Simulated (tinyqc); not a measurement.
Band bending at a free surface with one surface level, surface photovoltage and Kelvin probe: one step of the calculation.

n-type bulk, xi = Ec - EF = Vt ln(Nc/Nd), p0 = ni^2/Nd, ni = sqrt(Nc Nv) exp(-Eg/(2 Vt)), Eg in volts. b is the upward band bending, u = b/Vt. Space charge per area, in units of q: Qc = sign(b) sqrt((2 eps0 eps_r Vt/q) [(Nd + dn)(exp(-u) - 1) + Nd u + (p0 + dn)(exp(u) - 1)]), with dn the excess density under light (flat quasi-Fermi levels; 0 in the dark). The level holds -Ns f, f = 1/(1 + exp((xi + b - Es)/Vt)). Neutrality: Qc + Qf + (charge of the states) = 0.

Task. Surface photovoltage. Under chopped light the surface charge keeps its dark value, so b falls to bL with Qc(bL, dn) = Qc(b, 0); the photovoltage is b - bL. Qc rises with b, so bL follows by bisection.

Values chosen for this exercise; band and dielectric values close to those of gallium nitride:
- T = 300 K (temperature)
- Eg = 3.47 eV (band gap)
- eps_r = 9.67 (relative permittivity)
- Nc = 2.3e18 cm^-3 (conduction-band density of states at T)
- Nv = 4.62e19 cm^-3 (valence-band density of states at T)
- Nd = 3.1e15 cm^-3 (donor density)
- dn = 1e11 cm^-3 (excess carrier density under light)

Constants: q = 1.602176634e-19 C, kB = 1.380649e-23 J/K, Vt = kB T/q, eps0 = 8.8541878128e-14 F/cm where lengths are in cm. Results are converted to the units shown.

converged b = 0.30832903 V

Wanted: bL; photovoltage; share of b removed; excess holes at the surface, dn exp(bL/Vt).

Result.

bL = 0.2744 V
photovoltage = 33.94 mV
share of b removed = 11.01 %
excess holes at the surface, dn exp(bL/Vt) = 4.070e15 cm^-3

Computed by the program tinyqc: `OMP_NUM_THREADS=1 python tinyqc.py 2430136 2430137 out.jsonl`, one thread of a shared Intel Xeon 2.30GHz, about 0.02 s for the whole run.
